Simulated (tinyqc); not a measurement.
Liquidus of a compound AB in a simple-solution melt, liquid-phase epitaxy and vapour pressures. From one set of inputs to another, one input at a time. Computed by tinyqc, a small Python program. Command: `OMP_NUM_THREADS=1 python tinyqc.py 3030523 3030524 out.jsonl liq35 ladder`. One thread of a shared host (Intel(R) Xeon(R) Processor @ 2.30GHz), about 0.02 s of CPU time with the checks.

x is the atom fraction of B in the melt. The melt is a simple solution: R T ln gamma_B = W (1 - x)^2, R T ln gamma_A = W x^2, W = a + b T. The solid AB is stoichiometric.

The inputs printed are set A. Set A is modelled on GaSb for the melt; the values taken over come from a set modelled on InAs for the melt. Inputs not listed in the table keep their values of set A, so the rows need not describe a real material.

Inputs (values chosen for the exercise, modelled on GaSb for the melt):
```
quantity                                 value       unit
melting point T_F                          983          K
entropy of fusion S_F                     67.7  J/(mol K)
interaction a                             18.6     kJ/mol
interaction slope b                        -24  J/(mol K)
saturation temperature T                   596          K
molar volume of the melt V_L              12.3   cm^3/mol
lattice constant a0                      6.096   angstrom
heat of evaporation of A                   261     kJ/mol
entropy of evaporation of A                110  J/(mol K)
heat of evaporation of B as (1/2) B2       109     kJ/mol
entropy of evaporation of B as (1/2) B2   68.3  J/(mol K)
```

Constants: R = 8.314462618 J/(mol K); N_A = 6.02214076e+23 1/mol; k_B = 8.617333262e-05 eV/K.

Method:
- Liquidus (Vieland): f(x) = R T ln[4 x (1 - x)] + 2 W (1/2 - x)^2 + S_F (T_F - T) = 0.
- Newton steps with f' = (1 - 2x)[R T/(x (1 - x)) - 2 W], from the dilute estimate x = (1/4) exp[-(S_F (T_F - T) + W/2)/(R T)]; stop below 1e-13; f under 1e-6 shown as 0.
- dx/dT = -(df/dT)/f', df/dT = R ln[4 x (1 - x)] + 2 b (1/2 - x)^2 - S_F, f' = (1 - 2x)[R T/(x (1 - x)) - 2 W]. Concentrations: C_L = x N_A/V_L in the melt, C_S = 4/a0^3 in the solid; m = dT/dC_L.
- Over the A-rich liquidus: p_A = gamma_A (1 - x) exp(S_A/R - H_A/(R T)), p_B2 = [gamma_B x exp(S_B/R - H_B/(R T))]^2, in bar. Free evaporation is congruent while the A flux over this liquidus is at least the B flux; with A and B2 taken as equal in mass for the estimate, T_c solves p_A = 2 p_B2.

Each row keeps all changes above it:
```
input moved                              from    to  solubility x  apparent heat of solution k_B T^2 d ln x/dT (eV)  log10 p_B2
set A                                       -     -     8.213e-04                                            0.7876      -17.39
melting point T_F (K)                     983  1215     3.444e-05                                            0.9490      -20.14
entropy of fusion S_F (J/(mol K))        67.7  62.4     6.677e-05                                            0.8823      -19.57
molar volume of the melt V_L (cm^3/mol)  12.3  17.3     6.677e-05                                            0.8823      -19.57
interaction slope b (J/(mol K))           -24   -40     1.747e-04                                            0.8819      -20.40
saturation temperature T (K)              596   892     4.487e-02                                            0.7586      -10.15
interaction a (kJ/mol)                   18.6  16.3     5.006e-02                                            0.7222      -10.28
```

Solubility x goes from 8.21e-4 to 0.0501, a factor 61.0 in all. The largest single move comes from saturation temperature T (a factor 257), and melting point T_F works against it (a factor 0.0419). Apparent heat of solution k_B T^2 d ln x/dT goes from 0.788 to 0.722, a factor 0.917 in all. The largest single move comes from melting point T_F (a factor 1.20), but it runs against the net change; the largest move in the direction of the net change is saturation temperature T (a factor 0.860). log10 p_B2 goes from -17.4 to -10.3, +7.11 in all. The largest single move comes from saturation temperature T (+10.3), and melting point T_F works against it (-2.75). The single moves hold for this order of the switches; the total does not depend on the order.

Extremes, crossings and ranges named in words are read from the listed rows.
